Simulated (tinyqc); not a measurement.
Hartree-Fock atom on a uniform radial grid, spin-unpolarised, for Li+, step by step. Computed by tinyqc, a small Python program that keeps every step. Settings: Z = 3, points = 192, R = 9.7, functional = hf2, mixing = 0.2, iteration cap = 86. Command: `OMP_NUM_THREADS=1 python tinyqc.py 23401 23402 out.jsonl` (the two numbers bound the seeds that draw the settings). One thread of a shared host (Intel(R) Xeon(R) Processor @ 2.60GHz), about 0.5 s of CPU time with the checks. Later iterations appear only in the table of the cycle.

## Iteration 1

Spherical atom on a uniform radial grid r_j = j h with h = R/(N + 1), h sum u^2 = 1 and integrals as h times sums, u(0) = u(R) = 0 (atomic units):
```
parameter           value
Z                       3
points N              192
R                9.700000
h                0.050259
mixing           0.200000
electrons in 1s         2
```

Three-point differences turn -u''/2 + [l(l+1)/2r^2 - Z/r + V] u = e u into a tridiagonal matrix (diagonal 1/h^2 + potential, off-diagonal -1/2h^2). D = sum f u^2; the Hartree potential y/r solves y'' = -D/r with y(0) = 0, y(R) = N_e; for two electrons in one orbital exchange is -V_H/2 (Hartree-Fock); E = sum f e - int D V + int D (V_H/2 + eps_xc); V(new) = V + mixing (V_H + v_xc - V).

eigenvalues (hartree): 1s -4.47471

Every 12th grid point:
```
r           V in     u(1s)         D      V_H      v_xc
0.60311  0.00000   1.02762   2.11202  3.06471  -1.53236
1.20622  0.00000   0.33887   0.22966  1.65247  -0.82623
1.80933  0.00000   0.08381   0.01405  1.10524  -0.55262
2.41244  0.00000   0.01842   0.00068  0.82903  -0.41452
3.01554  0.00000   0.00380  2.88e-05  0.66323  -0.33162
3.61865  0.00000   0.00075  1.13e-06  0.55269  -0.27635
4.22176  0.00000   0.00014  4.18e-08  0.47374  -0.23687
4.82487  0.00000  2.72e-05  1.48e-09  0.41452  -0.20726
5.42798  0.00000  5.05e-06  5.10e-11  0.36846  -0.18423
6.03109  0.00000  9.25e-07         0  0.33162  -0.16581
6.63420  0.00000  1.68e-07         0  0.30147  -0.15073
7.23731  0.00000  3.02e-08         0  0.27635  -0.13817
7.84041  0.00000  5.39e-09         0  0.25509  -0.12754
8.44352  0.00000  9.57e-10         0  0.23687  -0.11843
9.04663  0.00000  1.65e-10         0  0.22108  -0.11054
9.64974  0.00000         0         0  0.20726  -0.10363
```

total energy = -7.0787104 hartree

## Iteration 2

As before.

eigenvalues (hartree): 1s -4.10287

Every 12th grid point:
```
r           V in     u(1s)         D      V_H      v_xc
0.60311  0.30647   1.03153   2.12810  3.04324  -1.52162
1.20622  0.16525   0.35984   0.25897  1.65121  -0.82561
1.80933  0.11052   0.09498   0.01804  1.10519  -0.55259
2.41244  0.08290   0.02236   0.00100  0.82903  -0.41452
3.01554  0.06632   0.00495  4.89e-05  0.66323  -0.33162
3.61865  0.05527   0.00105  2.21e-06  0.55269  -0.27635
4.22176  0.04737   0.00022  9.45e-08  0.47374  -0.23687
4.82487  0.04145  4.41e-05  3.88e-09  0.41452  -0.20726
5.42798  0.03685  8.79e-06  1.55e-10  0.36846  -0.18423
6.03109  0.03316  1.73e-06         0  0.33162  -0.16581
6.63420  0.03015  3.39e-07         0  0.30147  -0.15073
7.23731  0.02763  6.56e-08         0  0.27635  -0.13817
7.84041  0.02551  1.26e-08         0  0.25509  -0.12754
8.44352  0.02369  2.41e-09         0  0.23687  -0.11843
9.04663  0.02211  4.47e-10         0  0.22108  -0.11054
9.64974  0.02073  2.11e-11         0  0.20726  -0.10363
```

total energy = -7.1200982 hartree

## Iteration 3

As before.

eigenvalues (hartree): 1s -3.81334

Every 12th grid point:
```
r           V in     u(1s)         D      V_H      v_xc
0.60311  0.54950   1.03374   2.13724  3.02465  -1.51232
1.20622  0.29732   0.37717   0.28451  1.65000  -0.82500
1.80933  0.19894   0.10489   0.02201  1.10513  -0.55256
2.41244  0.14923   0.02610   0.00136  0.82903  -0.41451
3.01554  0.11938   0.00611   0.00007  0.66323  -0.33161
3.61865  0.09948   0.00138  3.79e-06  0.55269  -0.27635
4.22176  0.08527   0.00030  1.82e-07  0.47374  -0.23687
4.82487  0.07461   0.00006  8.41e-09  0.41452  -0.20726
5.42798  0.06632  1.37e-05  3.77e-10  0.36846  -0.18423
6.03109  0.05969  2.88e-06  1.65e-11  0.33162  -0.16581
6.63420  0.05426  5.96e-07         0  0.30147  -0.15073
7.23731  0.04974  1.23e-07         0  0.27635  -0.13817
7.84041  0.04592  2.51e-08         0  0.25509  -0.12754
8.44352  0.04264  5.08e-09         0  0.23687  -0.11843
9.04663  0.03979  9.97e-10         0  0.22108  -0.11054
9.64974  0.03731  4.86e-11         0  0.20726  -0.10363
```

total energy = -7.1467861 hartree

## Convergence

Stop when input and output potentials agree to 1e-7.

Course of the cycle (hartree):
```
iteration           E     e(1s)  largest |V(out) - V(in)|
1          -7.0787104  -4.47471                  2.97e+00
2          -7.1200982  -4.10287                  2.31e+00
3          -7.1467861  -3.81334                  1.80e+00
4          -7.1637370  -3.58759                  1.39e+00
5          -7.1743618  -3.41136                  1.08e+00
6          -7.1809463  -3.27363                  8.39e-01
7          -7.1849879  -3.16588                  6.51e-01
8          -7.1874490  -3.08151                  5.04e-01
9          -7.1889379  -3.01539                  3.91e-01
10         -7.1898339  -2.96354                  3.03e-01
11         -7.1903708  -2.92284                  2.35e-01
...               ...       ...                       ...
64         -7.1911614  -2.77282                  7.76e-07
65         -7.1911614  -2.77282                  6.19e-07
66         -7.1911614  -2.77282                  4.93e-07
67         -7.1911614  -2.77282                  3.94e-07
68         -7.1911614  -2.77282                  3.14e-07
69         -7.1911614  -2.77282                  2.50e-07
70         -7.1911614  -2.77282                  2.00e-07
71         -7.1911614  -2.77282                  1.59e-07
72         -7.1911614  -2.77282                  1.27e-07
73         -7.1911614  -2.77282                  1.02e-07
74         -7.1911614  -2.77282                  8.11e-08
```

Converged in 74 iterations. A uniform grid resolves the cusp poorly: for a bare nucleus this grid gives 1s at -4.47471 against -Z^2/2 = -4.5 hartree. Before convergence this energy mixes input and output and is not variational, so it may rise towards its limit.
